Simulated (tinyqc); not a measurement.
Worked calculation: RKS/LDA (PW92) in the sto-6g basis, for Li-, spin multiplicity 1. The basis has no diffuse functions, so it cannot describe the extra electron: this is an exercise in the method, not the real anion. One step of it, computed by the program tinyqc.

Question. Iteration 1: building the Kohn-Sham matrix. J_ij = sum D_kl (ij|kl); F = H + J + V_xc; E = tr D H + tr D J / 2 + E_xc + E_nn.

D at the start, lower triangle:
```
,1Li 1s,1Li 2s,1Li 2px,1Li 2py,1Li 2pz
1Li 1s,2.776196
1Li 2s,-0.303691,1.366990
1Li 2px,0.000000,0.000000,0.000000
1Li 2py,0.000000,0.000000,0.000000,0.000000
1Li 2pz,0.000000,0.000000,0.000000,0.000000,0.000000
```

core Hamiltonian H = T + V (hartree), lower triangle:
```
,1Li 1s,1Li 2s,1Li 2px,1Li 2py,1Li 2pz
1Li 1s,-4.450402
1Li 2s,-0.939085,-1.093522
1Li 2px,0.000000,0.000000,-0.879985
1Li 2py,0.000000,0.000000,0.000000,-0.879985
1Li 2pz,0.000000,0.000000,0.000000,0.000000,-0.879985
```

Two-electron integrals (ij|kl) in chemists' order, unique and non-zero (hartree):
```
i,j,k,l,(ij|kl)
1,1,1,1,1.681247
2,1,1,1,0.242603
2,1,2,1,0.044507
2,2,1,1,0.397190
2,2,2,1,0.090279
2,2,2,2,0.290625
3,1,3,1,0.009437
3,2,3,1,0.014261
3,2,3,2,0.064236
3,3,1,1,0.397190
3,3,2,1,0.090279
3,3,2,2,0.290625
3,3,3,3,0.313125
4,1,4,1,0.009437
4,2,4,1,0.014261
4,2,4,2,0.064236
4,3,4,3,0.016875
4,4,1,1,0.397190
4,4,2,1,0.090279
4,4,2,2,0.290625
4,4,3,3,0.279374
4,4,4,4,0.313125
5,1,5,1,0.009437
5,2,5,1,0.014261
5,2,5,2,0.064236
5,3,5,3,0.016875
5,4,5,4,0.016875
5,5,1,1,0.397190
5,5,2,1,0.090279
5,5,2,2,0.290625
5,5,3,3,0.279374
5,5,4,4,0.279374
5,5,5,5,0.313125
```

nuclear repulsion = 0 hartree

V_xc (hartree), lower triangle:
```
,1Li 1s,1Li 2s,1Li 2px,1Li 2py,1Li 2pz
1Li 1s,-1.149786
1Li 2s,-0.135263,-0.199171
1Li 2px,0.000000,0.000000,-0.199174
1Li 2py,0.000000,0.000000,0.000000,-0.199174
1Li 2pz,0.000000,0.000000,0.000000,0.000000,-0.199174
```

E_xc = sum of w rho eps_xc = -2.57262560 hartree

Give: Coulomb J; Kohn-Sham matrix F; total energy of this density.

Answer.

Coulomb J (hartree), lower triangle:
```
,1Li 1s,1Li 2s,1Li 2px,1Li 2py,1Li 2pz
1Li 1s,5.0631
1Li 2s,0.7699,1.4451
1Li 2px,0.0000,0.0000,1.4451
1Li 2py,0.0000,0.0000,0.0000,1.4451
1Li 2pz,0.0000,0.0000,0.0000,0.0000,1.4451
```

Kohn-Sham matrix F (hartree), lower triangle:
```
,1Li 1s,1Li 2s,1Li 2px,1Li 2py,1Li 2pz
1Li 1s,-0.5371
1Li 2s,-0.3045,0.1524
1Li 2px,0.0000,0.0000,0.3660
1Li 2py,0.0000,0.0000,0.0000,0.3660
1Li 2pz,0.0000,0.0000,0.0000,0.0000,0.3660
```

total energy of this density = -8.070297 hartree

This density is the starting one; it is not idempotent, so its energy is not variational and may lie below the converged one.
